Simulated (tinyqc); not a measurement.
Pressure series at fixed power: global model of a low-pressure process discharge: electron temperature, density, ion flux and ion energy. Computed by tinyqc, a small Python program. Command: `OMP_NUM_THREADS=1 python tinyqc.py 3113347 3113348 out.jsonl plasma walk`. One thread of a shared host (Intel(R) Xeon(R) Processor @ 2.30GHz), about 0.01 s of CPU time with the checks.

Maxwellian electrons with temperature T_e in eV, one positive ion, no negative ions, uniform bulk density n; rate constants have the Arrhenius form.

Inputs (values chosen for the exercise, of the order of those of an inductive discharge in a simple atomic gas):
```
quantity                      value   unit
ion mass M                       40      u
ionisation prefactor K0     6.3e-14  m^3/s
ionisation energy E_iz         15.5     eV
excitation prefactor X0     1.5e-14  m^3/s
excitation energy E_ex         10.1     eV
elastic rate constant K_el  1.4e-13  m^3/s
ion-neutral cross section     8e-19    m^2
gas temperature T_g             600      K
radius R                         20     cm
height L                         10     cm
absorbed power P                500      W
```

Constants: k_B = 1.380649e-23 J/K; e = 1.602176634e-19 C; u = 1.6605390666e-27 kg; m_0 = 9.1093837015e-31 kg.

Method:
- n_g = p/(k_B T_g), lambda_i = 1/(n_g sigma), K_iz = K0 exp(-E_iz/T_e), h_L = 0.86/sqrt(3 + L/(2 lambda_i)), h_R = 0.8/sqrt(4 + R/lambda_i), A_eff = 2 pi R^2 h_L + 2 pi R L h_R and d_eff = pi R^2 L/A_eff follow p.
- Particle balance: K0 exp(-E_iz/T_e) n_g d_eff = u_B, u_B = sqrt(e T_e/M).
- E_c = E_iz + (X0 exp(-E_ex/T_e) E_ex + K_el (3 m_0/M) T_e)/K_iz; E_T = E_c + (5/2) T_e + (T_e/2) ln(M/(2 pi m_0)); n = P/(e u_B A_eff E_T); J = e h_L n u_B. Pressures without a root below 2 E_iz are left out.

Against pressure:
```
p (Pa)  T_e (eV)  E_c (eV)  E_T (eV)  n (1/cm^3)  J (mA/cm^2)
0.1       5.5063     21.92     61.45  8.8700e+10       2.3867
0.2       4.1514     24.35     54.15  1.2613e+11       2.7616
0.5       3.1137     29.16     51.52  1.8405e+11       2.9869
1.0       2.5989     34.80     53.46  2.3775e+11       2.9314
2.0       2.2176     43.17     59.10  2.9984e+11       2.6858
5.0       1.8479     60.93     74.20  3.8675e+11       2.1595
10.0      1.6379     82.42     94.18  4.4644e+11       1.7073
20.0      1.4700    115.31    125.86  4.9224e+11       1.2799
```

What does the comparison show, and why?

T_e falls from 5.51 to 1.47 eV, n changes by a factor 5.5 and J by 0.54; in J = P h_L/(A_eff E_T), E_T changes by a factor 2.05 and is least at 0.5 Pa, between wall losses at high T_e and excitation losses at low T_e.

Extremes, crossings and ranges named in words are read from the listed rows.
